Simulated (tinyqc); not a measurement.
Read current of a NAND string, cells in series solved by shooting: one step of the calculation.

Cells in series, numbered from 0 at the source line (0 V) to the bit line, each followed by a gap resistance Rg. A cell with gate Vg, threshold VT, source Vs and drain Vd passes I = 2 nf K Vt^2 [F(Vs) - F(Vd)]/(1 + th max(Vg - VT, 0)), F(V) = ln^2(1 + exp((Vg - VT - nf V)/(2 nf Vt))). The selected cell has Vg = Vr, the others Vg = Vp.

Task. Node voltages for a trial current. For a trial current I start at 0 V and, cell by cell (the selected one is cell 0), solve for the drain: sqrt(F(Vd)) = sqrt(F(Vs) - I/k), k = 2 nf K Vt^2/(1 + th max(Vg - VT, 0)), Vd = [Vg - VT - 2 nf Vt ln(exp(sqrt F) - 1)]/nf, then add I Rg.

Parameters, values chosen for the exercise; values of the order met in vertical NAND strings: temperature T = 300 K; gain factor of a cell K = 14 uA/V^2; slope factor nf = 2.3; mobility reduction factor th = 0.12 1/V; resistance of the gap between cells Rg = 19 kohm; bit-line voltage Vbl = 0.4 V; pass voltage Vp = 6.1 V; read voltage on the selected word line Vr = 2.17 V.

Constants: q = 1.602176634e-19 C, kB = 1.380649e-23 J/K, Vt = kB T/q. Results are converted to the units shown.

second trial current = 1.6 uA
thresholds from the source end, cell 0 to 3 (V): 0.3  3.5  -0.7  3.5

Find: node voltage after each cell and gap, trial 2.

Result.

node voltage after each cell and gap, trial 2, cell 0 to 3 (V): 0.10903  0.20539  0.26879  0.37850

Computed by the program tinyqc: `OMP_NUM_THREADS=1 python tinyqc.py 2142240 2142241 out.jsonl`, one thread of a shared Intel Xeon 2.30GHz, about 0.4 s for the whole run.
